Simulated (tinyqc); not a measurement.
From results back to parameters: conductance of a narrow metal strip with scatterers (square lattice, Green functions). Three cases, with inputs chosen for the exercise.

Problem. Boundaries with reflection R, a distance dg apart, add incoherently to the scattering in a one-dimensional channel: rho/rho0 = 1 + (lam/dg) R/(1 - R). The ratio comes from a hidden R.

Find: R; effective mean free path lam rho0/rho.

Method. y = (rho/rho0 - 1) dg/lam = R/(1 - R), so R = y/(1 + y).

Case 1.

Values chosen (out of a larger set: hopping and spacing of the size met in Cu or Al; the lattice is a model; not measured data): lam = 22 nm (bulk mean free path); dg = 35 nm (distance between boundaries).

rho/rho0 = 1.41905

Solution.

R = 0.400
effective mean free path lam rho0/rho = 15.50 nm

Case 2.

Values chosen (out of a larger set: hopping and spacing of the size met in Cu or Al; the lattice is a model; not measured data): lam = 16 nm (bulk mean free path); dg = 50 nm (distance between boundaries).

rho/rho0 = 1.22237

Solution.

R = 0.410
effective mean free path lam rho0/rho = 13.09 nm

Case 3.

Values chosen (out of a larger set: hopping and spacing of the size met in Cu or Al; the lattice is a model; not measured data): lam = 19 nm (bulk mean free path); dg = 18 nm (distance between boundaries).

rho/rho0 = 1.20106

Solution.

R = 0.160
effective mean free path lam rho0/rho = 15.82 nm

Computed by tinyqc, one run a case: `OMP_NUM_THREADS=1 python tinyqc.py N N+1 out.jsonl` with N = 1481274, 1481351, 1481369; one thread of a shared Intel(R) Xeon(R) Processor @ 2.30GHz, about 0.01 s a run at most.
